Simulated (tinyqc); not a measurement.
Comparisons within one model: k.p theory built from an empirical-pseudopotential calculation at Gamma. A value that a table varies takes the place of the one given here.

Empirical pseudopotential on the fcc lattice, atoms at +/- tau, tau = a (1,1,1)/8, no spin-orbit coupling. H(G,G') = c (2 pi/a)^2 |k + G|^2 delta + VS(q) cos(q.tau) + i VA(q) sin(q.tau), q = G - G', c = hbar^2/2m0; k and G in units of 2 pi/a; VS at |q|^2 = 3, 8, 11 and VA at 3, 4, 11, in rydberg, zero elsewhere. The basis is fixed: all 59 G with |G|^2 up to Gcut. Energies are counted from the fourth level at Gamma.

k.p in the lowest n states at Gamma: H_nm = (E_n + c k^2) delta + 2 c k.<n|G|m>, k in 1/angstrom; with all states of the basis it is exact.

Empirical pseudopotential on the fcc lattice, atoms at +/- tau, tau = a (1,1,1)/8, no spin-orbit coupling. H(G,G') = c (2 pi/a)^2 |k + G|^2 delta + VS(q) cos(q.tau) + i VA(q) sin(q.tau), q = G - G', c = hbar^2/2m0; k and G in units of 2 pi/a; VS at |q|^2 = 3, 8, 11 and VA at 3, 4, 11, in rydberg, zero elsewhere. The basis holds all G with |G|^2 up to a cut-off. Energies are counted from the fourth level at Gamma.

For a multiplet A of d_A states, W(B) = (4 c/(3 d_A)) sum over n in A, m in B and i = x, y, z of |<n|G_i|m>|^2 (G in 1/angstrom, <n|G_i|m> = sum_G c_n(G)* G_i c_m(G)); the mean inverse mass of A is 1 + sum_B W(B)/(E_A - E_B). Multiplets with W = 0 are left out.

Valence parameters: D(u) = c + 4 c^2 sum_m <n|u.G|m><m|u.G|n'>/(0 - E_m) on the valence triplet, in units of c, has eigenvalues L, M, M along [100] and (L + 2M + 2N)/3, (L + 2M - N)/3 twice along [111]; g1 = -(L + 2M)/3, g2 = -(L - M)/6, g3 = -N/6.

Constants: hbar^2/2m0 = 3.80998211 eV angstrom^2; Ry = 13.60569312 eV.

Inputs chosen for the exercise (near those of Ge; the results hold for these values, not for the real material):
- a = 5.654 angstrom (lattice constant)
- VS = (-0.226, 0.011, 0.061) Ry (symmetric form factors)
- VA = (0, 0, 0) Ry (antisymmetric form factors)
- Gcut = 12 (2 pi/a)^2 (largest |G|^2 of the fixed basis)
- VS3 = -0.226 Ry
- VS8 = 0.011 Ry
- VS11 = 0.061 Ry
- VA3 = 0 Ry
- VA4 = 0 Ry
- VA11 = 0 Ry

## How many bands a k.p model needs: band 5 from Gamma to X

Band 5 (counted from below) at k = f (1, 0, 0) 2 pi/a; n ends on whole multiplets.

Energies (eV):

| f | n = 8 | n = 15 | n = 27 | n = 59 (exact) |
|---|---|---|---|---|
| 0.000 | 1.387 | 1.387 | 1.387 | 1.387 |
| 0.125 | 2.165 | 2.122 | 2.121 | 2.121 |
| 0.250 | 3.512 | 2.611 | 2.599 | 2.598 |
| 0.375 | 4.202 | 2.047 | 2.022 | 2.020 |
| 0.500 | 4.790 | 1.584 | 1.541 | 1.537 |
| 0.625 | 5.545 | 1.261 | 1.196 | 1.188 |
| 0.750 | 6.466 | 1.099 | 1.004 | 0.992 |
| 0.875 | 7.553 | 1.112 | 0.978 | 0.962 |
| 1.000 | 8.805 | 1.236 | 1.127 | 1.105 |

What does this show?

With n = 8 the band stays within 0.05 eV of the exact one up to f = 0.125 (error at X: +7.700 eV). With n = 15 the band stays within 0.05 eV of the exact one up to f = 0.500 (error at X: +0.132 eV). With n = 27 the band stays within 0.05 eV of the exact one over the whole line (error at X: +0.022 eV). A smaller basis can only raise a level. The exact band has its minimum on these points at f = 0.875; n = 8 puts it at f = 0.000.

## Convergence with the plane-wave basis

E_s is the lowest empty singlet, Ep its W to the valence triplet, m its mass.

Results:

| cut-off | plane waves | E_s (eV) | Ep (eV) | m (m0) | g1 | g2 | g3 |
|---|---|---|---|---|---|---|---|
| 8 | 27 | 1.195 | 20.08 | 0.0563 | 7.89 | 2.36 | 3.36 |
| 11 | 51 | 1.362 | 20.05 | 0.0637 | 7.11 | 2.11 | 2.94 |
| 12 | 59 | 1.387 | 20.04 | 0.0649 | 7.13 | 2.03 | 2.92 |
| 16 | 65 | 1.387 | 20.04 | 0.0649 | 7.14 | 2.03 | 2.93 |
| 19 | 89 | 1.378 | 20.06 | 0.0644 | 7.17 | 2.05 | 2.94 |
| 20 | 113 | 1.365 | 20.07 | 0.0638 | 7.21 | 2.07 | 2.97 |
| 24 | 137 | 1.365 | 20.07 | 0.0638 | 7.21 | 2.07 | 2.97 |

How do the results move?

Against the last row, E_s errs most, by -0.170 eV, at cut-off 8, and by 0.000 eV in the last row but one. Ep varies by 0.2 % over the table and m by 13.4 %: the mass, near E_s/Ep, inherits the errors of both. Local form factors fix the converged values only roughly. The gap is a difference of two levels, so it need not converge steadily, and here it does not.

## What each form factor does (empirical-pseudopotential levels)

Lowest empty singlet and triplet at Gamma and the valence width there (fixed basis); lowest empty level at X = (1,0,0) and L = (1/2,1/2,1/2) from the valence top, these levels and that top with all |k + G|^2 up to 21. Singlet and triplet count orbital degeneracy. VS3 is VS at |q|^2 = 3, and so on. The row for a keeps the form factors fixed, so it is no model of a real expansion, which changes them too. Each row changes one parameter from the base and keeps the others.

Results:

| case | singlet (eV) | triplet (eV) | X (eV) | L (eV) | width (eV) |
|---|---|---|---|---|---|
| base | 1.387 | 3.445 | 1.091 | 0.969 | 12.032 |
| a = 5.711 angstrom | 1.399 | 3.468 | 1.215 | 1.046 | 11.750 |
| VS3 = -0.236 Ry | 1.297 | 3.587 | 1.335 | 1.069 | 11.993 |
| VS8 = 0.001 Ry | 0.856 | 3.503 | 1.006 | 0.718 | 12.137 |
| VS11 = 0.051 Ry | 0.824 | 3.211 | 0.814 | 0.588 | 12.228 |
| VA3 = 0.03 Ry | 1.438 | 3.478 | 0.821 | 0.979 | 12.040 |
| VA4 = 0.03 Ry | 1.344 | 3.543 | 0.687 | 1.030 | 12.034 |
| VA11 = 0.03 Ry | 1.240 | 3.397 | 0.750 | 0.894 | 12.059 |

What can be read from the table?

The largest shifts from the base row, up to three for each result and ties (the steps differ in size, so this ranks the rows, not the parameters). singlet (eV): VS11 -0.563, VS8 -0.531, VA11 -0.147. triplet (eV): VS11 -0.234, VS3 +0.142, VA4 +0.098. X (eV): VA4 -0.405, VA11 -0.341, VS11 -0.277. L (eV): VS11 -0.381, VS8 -0.251, VS3 +0.100. width (eV): a -0.283, VS11 +0.196, VS8 +0.105. In a diamond crystal a small VA enters the levels at Gamma and L only in second order, by symmetry, but splits the degenerate pair at X in first order.

Program tinyqc; command `OMP_NUM_THREADS=1 python tinyqc.py 1080377 1080378 out.jsonl`; about 0.3 s on one thread of a shared Intel(R) Xeon(R) Processor @ 2.30GHz.
